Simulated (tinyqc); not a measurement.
Elastic strain and critical thickness of a cubic alloy layer A(1-x)B(x) on a thick substrate: one step, computed by the program tinyqc.

Strain is positive in tension. The layer is coherent with the substrate unless said otherwise.

Task: Symmetric X-ray reflection. Reflection 004: d = a_perp/sqrt(16), with a_perp = a (1 + e_perp) for the coherent layer, a for the relaxed layer and a_S for the substrate; sin(theta) = lambda/(2 d).

Inputs (values chosen for the exercise, modelled on GaAs(1-x)P(x) on GaAs): substrate lattice constant a_S = 5.653 angstrom; X-ray wavelength = 1.540593 angstrom.

Growth plane: (001).

free lattice constant a = 5.59644 angstrom

normal strain e_perp = -0.009062513

Give: Bragg angles; peak separation of the coherent layer.

Result:

Bragg angles:
```
crystal         a_perp (angstrom)  theta (degrees)  from substrate (arcsec)
substrate                   5.653            33.03                        0
coherent layer              5.546            33.75                     2605
relaxed layer               5.596            33.41                     1358
```

peak separation of the coherent layer = 2605 arcsec
